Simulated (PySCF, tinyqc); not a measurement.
RHF in the 6-311g basis, for H2, spin multiplicity 1, step by step. The lowest restricted solution is unstable here: a spin-polarised one lies 0.0036 hartree lower (PySCF). One step of it, computed by the program tinyqc.

Task: Iteration 10 (converged): orbitals. Diagonalise F' = X^T F X, C = X C', fill 1 alpha and 1 beta electrons from the bottom; D = 2 C_occ C_occ^T. Each column has its largest component positive (the first on a tie).

converged F (hartree):
```
           1H 1s      1H 2s      1H 3s      2H 1s      2H 2s      2H 3s
1H 1s   0.715523  -0.297083  -0.383481  -0.185309  -0.291043  -0.300770
1H 2s  -0.297083  -0.205030  -0.307984  -0.291043  -0.336082  -0.319041
1H 3s  -0.383481  -0.307984  -0.245267  -0.300770  -0.319041  -0.274521
2H 1s  -0.185309  -0.291043  -0.300770   0.715523  -0.297083  -0.383481
2H 2s  -0.291043  -0.336082  -0.319041  -0.297083  -0.205030  -0.307984
2H 3s  -0.300770  -0.319041  -0.274521  -0.383481  -0.307984  -0.245267
```

X:
```
               1          2          3          4          5         6
1H 1s   0.738592  -0.865970  -0.715504   0.673178   0.445483  0.158484
1H 2s  -1.804324   1.519599   0.587636   0.090377   0.347748  0.243701
1H 3s   2.035804  -0.898313   0.780404  -0.496058   0.146585  0.259471
2H 1s  -0.738592  -0.865970   0.715504   0.673178  -0.445483  0.158484
2H 2s   1.804324   1.519599  -0.587636   0.090377  -0.347748  0.243701
2H 3s  -2.035804  -0.898313  -0.780404  -0.496058  -0.146585  0.259471
```

Give: F' = X^T F X; orbital energies; coefficients C; D after iteration 10.

Result:

F' = X^T F X (hartree):
```
        1       2       3       4       5       6
1   1.451   0.000  -1.017   0.000   0.294   0.000
2   0.000   1.848   0.000  -1.054   0.000  -0.057
3  -1.017   0.000   1.264   0.000  -0.546   0.000
4   0.000  -1.054   0.000   1.099   0.000   0.004
5   0.294   0.000  -0.546   0.000   0.367   0.000
6   0.000  -0.057   0.000   0.004   0.000  -0.470
```

orbital energies (hartree): MO1 -0.471, MO2 0.064, MO3 0.356, MO4 0.480, MO5 2.538, MO6 2.593

coefficients C:
```
         MO1     MO2     MO3     MO4     MO5     MO6
1H 1s  0.143   0.127   0.046  -0.097  -1.109  -1.098
1H 2s  0.296   0.152   0.940  -1.128   1.557   1.185
1H 3s  0.219   1.072  -0.932   1.659  -0.934  -0.452
2H 1s  0.143  -0.127   0.046   0.097   1.109  -1.098
2H 2s  0.296  -0.152   0.940   1.128  -1.557   1.185
2H 3s  0.219  -1.072  -0.932  -1.659   0.934  -0.452
```

D after iteration 10:
```
       1H 1s  1H 2s  1H 3s  2H 1s  2H 2s  2H 3s
1H 1s  0.041  0.085  0.063  0.041  0.085  0.063
1H 2s  0.085  0.175  0.130  0.085  0.175  0.130
1H 3s  0.063  0.130  0.096  0.063  0.130  0.096
2H 1s  0.041  0.085  0.063  0.041  0.085  0.063
2H 2s  0.085  0.175  0.130  0.085  0.175  0.130
2H 3s  0.063  0.130  0.096  0.063  0.130  0.096
```
